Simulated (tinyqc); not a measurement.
# MOS inversion layer, Poisson-Schroedinger loop: effect of the sheet density of electrons

Electrons confined at an insulator interface at z = 0, treated as a hard wall; parabolic valleys, Hartree approximation, no image or exchange terms. The depletion charge lies far deeper than the electrons and gives a uniform field q Nd/(eps0 eps_r); the gate balances all charge. Energies are counted from the band edge at the interface.

Schroedinger equation -(C/mz) psi'' + (V0 + U + dE for set B) psi = E psi, C = hbar^2/(2 m0), psi(0) = 0, on a uniform mesh of 800 nodes with a far wall at 40 nm, 8 levels a set; V0 = q Nd z/(eps0 eps_r); dU/dz = q (Ns - integral of n from 0 to z)/(eps0 eps_r), U(0) = 0; N_k = g md m0 q Vt/(pi hbar^2) ln(1 + exp((EF - E_k)/Vt)), g the number of valleys of the set, sum N_k = Ns. Triangular well: E_k = a_k (C F^2/mz)^(1/3), a_1 = 2.338107, a_2 = 4.087949, C = hbar^2/(2 m0), F in eV/nm. Fang-Howard (all electrons in the lowest level of set A): b^3 = 6 (mz1/C) q (Nd + 11 Ns/32)/(eps0 eps_r), centroid 3/b, level C b^2/(4 mz1) + (3/b) q (Nd + 11 Ns/16)/(eps0 eps_r). The centroid adds 3.9 z_av/eps_r to an oxide-equivalent thickness.

Inputs (values chosen for the exercise); masses and permittivity close to those of silicon (100):
- T = 77 K (temperature)
- eps_r = 11.5 (relative permittivity)
- mz1 = 0.907 m0 (mass along z of valley set A (2 valley(s)))
- md1 = 0.191 m0 (in-plane density-of-states mass of set A)
- mz2 = 0.189 m0 (mass along z of valley set B (4 valley(s)))
- md2 = 0.409 m0 (in-plane density-of-states mass of set B)
- Nd = 3.2e11 cm^-2 (sheet density of depletion charge)
- dE = 0 eV (extra shift of set B (strain))

Constants: q = 1.602176634e-19 C, kB = 1.380649e-23 J/K, hbar = 1.054571817e-34 J s, m0 = 9.1093837015e-31 kg, Vt = kB T/q, eps0 = 8.8541878128e-14 F/cm where lengths are in cm, hbar^2/(2 m0) = 0.0380998212 eV nm^2. Results are converted to the units shown.

Effect of the sheet density of electrons:
columns A: Ns (cm^-2); B: A1 (meV); C: B1 (meV); D: EF (meV); E: share of A1 (%); F: share of set A (%); G: centroid z_av (nm); H: added oxide equivalent (nm); I: Fang-Howard centroid (nm)
```
A          B     C     D     E     F     G      H     I
1e11    27.7  45.1  10.1  71.9  76.8  3.67   1.25  3.24
2.1e11  31.6  50.1  19.4  74.3  78.8  3.50   1.19  3.13
4.5e11  39.4  59.9  33.2  78.0  81.9  3.22   1.09  2.94
9.7e11  54.1  78.2  55.0  82.8  86.0  2.82  0.957  2.64
2.1e12  80.7   111  90.9  87.2  89.6  2.37  0.805  2.26
4.4e12   125   165   149  89.1  91.2  1.97  0.669  1.87
9.4e12   202   263   253  87.4  89.9  1.64  0.555  1.50
2e13     331   434   434  82.1  85.1  1.37  0.463  1.19
```

What does the table show?

As Ns goes from 1e11 to 2e13, A1 rises from 27.7 to 331 meV, the share of A1 goes from 71.9 through a maximum of 89.1 (at Ns = 4.4e12 among the rows listed) to 82.1 % and the centroid falls from 3.67 to 1.37 nm. A1 goes as Ns^(0.66) between the last two rows (a triangular well in the field of that charge alone gives 2/3). EF lies more than 2 meV above A1 for Ns = 2.1e12, 4.4e12, 9.4e12, 2e13. The Fang-Howard centroid is 12 % below the full one in the first row, where A1 holds 71.9 %, and 13 % below it in the last, where A1 holds 82.1 %.

Computed by the program tinyqc: `OMP_NUM_THREADS=1 python tinyqc.py 2160032 2160033 out.jsonl`, one thread of a shared Intel Xeon 2.30GHz, about 0.5 s for the whole run.
